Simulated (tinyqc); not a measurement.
Biaxially strained (001) channel, valley splitting in an inversion layer: one step of the calculation.

A thin layer grown on a relaxed buffer is stretched in the plane. The two valleys with their long axis along the growth direction (D2) sink against the four in-plane ones (D4); confinement in a triangular well splits them too. Only the lowest subband of each set is kept; one relaxation time, so the weakening of intervalley scattering is left out.

Problem. Strain, stress and splitting. e_par = b1 x, e_perp = -2 (c12/c11) e_par, splitting D = Xu (e_par - e_perp), in-plane stress (c11 + c12 - 2 c12^2/c11) e_par.

Values chosen for this exercise; values close to those of silicon on relaxed silicon-germanium: germanium share of the relaxed buffer x = 0.05; lattice mismatch per unit x b1 = 0.0418; elastic constant c11 = 162 GPa; elastic constant c12 = 65.9 GPa; shear deformation potential Xu = 9.08 eV.

Give: e_par; e_perp; D; stress.

Solution.

e_par = 0.20900 %
e_perp = -0.17004 %
D = 34.417 meV
stress = 0.36426 GPa

Numbers from tinyqc (`OMP_NUM_THREADS=1 python tinyqc.py 2530145 2530146 out.jsonl`; about 0.01 s on one thread of a shared Intel Xeon 2.30GHz).
